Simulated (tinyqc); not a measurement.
# From E(6H) - E(3C) back to J2

Model: polytypes and stacking faults of a tetrahedral semiconductor in an axial Ising model with couplings up to third neighbours. Computed by tinyqc, a small Python program. Command: `OMP_NUM_THREADS=1 python tinyqc.py 3008164 3008165 out.jsonl polytype inv`. One thread of a shared host (Intel(R) Xeon(R) Processor @ 2.30GHz), about 0.02 s of CPU time with the checks.

Each double layer has s = +1 or -1 for the sense of its stacking step; E per pair of atoms = E0 - sum_n J_n <s_i s_(i+n)>, n = 1, 2, 3. Hexagonality h = (1 - <s_i s_(i+1)>)/2.

Inputs (values chosen for the exercise, for a model crystal):
```
quantity   value      unit
J1          11.4  meV/pair
J3         -0.15  meV/pair
gap of 3C   1.52        eV
gap of 4H   1.51        eV
```

correlations of the repeat units 3C (+), 2H (+-), 4H (++--), 6H (+++---), 15R (+++--), 8H (++++----), 21R (++++---), 9R (++-):
```
         n = 1      n = 2      n = 3
3C    1.000000   1.000000   1.000000
2H   -1.000000   1.000000  -1.000000
4H    0.000000  -1.000000   0.000000
6H    0.333333  -0.333333  -1.000000
15R   0.200000  -0.600000  -0.600000
8H    0.500000   0.000000  -0.500000
21R   0.428571  -0.142857  -0.714286
9R   -0.333333  -0.333333   1.000000
```

Method. E - E(3C) = sum_n J_n (1 - C_n), C_n = <s_i s_(i+n)>. The gap is taken linear in h between 3C (h = 0) and 4H (h = 1/2), a rough rule, with a dash beyond.

Question. A run gave the result below. Find the J2, known to lie between -0.71 and -0.39 meV/pair.

E(6H) - E(3C) = 6.577333 meV/pair

Answer.

Each step takes the trial c = (a f_b - b f_a)/(f_b - f_a), f being the result less the target; c replaces end b, the old b replaces a if the sign of f changed, and otherwise f_a is halved.

Scan of the range:
```
J2 (meV/pair)  E(6H) - E(3C) (meV/pair)
-0.710                          6.35333
-0.657                          6.42400
-0.603                          6.49600
-0.550                          6.56667
-0.497                          6.63733
-0.443                          6.70933
-0.390                          6.78000
```

False position (Illinois rule) inside the bracket:
```
step  end a   end b      trial  E(6H) - E(3C) (meV/pair)
1     -0.55  -0.497  -0.542000                  6.577333
```

E(6H) - E(3C) rises at every point of a 13-point scan of the range (every second point is shown), so one value fits; it is bracketed by -0.550 and -0.497. The scan shows a straight line, so linear interpolation between any two rows gives the answer at once. Answer: J2 = -0.5420 meV/pair.
